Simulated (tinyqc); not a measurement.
Thickness of the second layer from the transmission.

Problem. A two-layer stack carries the voltage V: F1 = V/(t1 + t2 eps1/eps2), F2 = F1 eps1/eps2; U = phi1 - F1 x in layer 1 and phi2 - F1 t1 - F2 (x - t1) in layer 2. T = exp(-S) at E = 0, C = hbar^2/(2 m0). Each layer adds (2/F) sqrt(m/C) [G(u at its left edge) - G(u at its right edge)] to S, with u = U - E (0 where negative) and G(u) = (2/3) u^1.5. Find t2, known to lie between 0.3 and 6 nm, and F1.

Parameters, values chosen for the exercise: barrier of layer 1 above the emitter Fermi level at zero bias phi1 = 2.7 eV; tunnelling mass of layer 1 m1 = 0.4 m0; thickness of layer 1 t1 = 0.9 nm; relative permittivity of layer 1 eps1 = 9.39; barrier of layer 2 at zero bias phi2 = 1.5 eV; tunnelling mass of layer 2 m2 = 0.2 m0; relative permittivity of layer 2 eps2 = 21.9; voltage across the dielectric V = 0.3 V.

Constants: q = 1.602176634e-19 C, hbar = 1.054571817e-34 J s, m0 = 9.1093837015e-31 kg, hbar^2/(2 m0) = 0.0380998212 eV nm^2. Results are converted to the units shown.

T at E = 0 = 1.2436221e-8

Answer. Over that range S rises steadily with t2, so S = -ln T has one root, found by bisection.

t2 = 1.700 nm
F1 = 1.842 MV/cm

Computed by the program tinyqc: `OMP_NUM_THREADS=1 python tinyqc.py 2540094 2540095 out.jsonl`, one thread of a shared Intel Xeon 2.30GHz, about 0.02 s for the whole run.
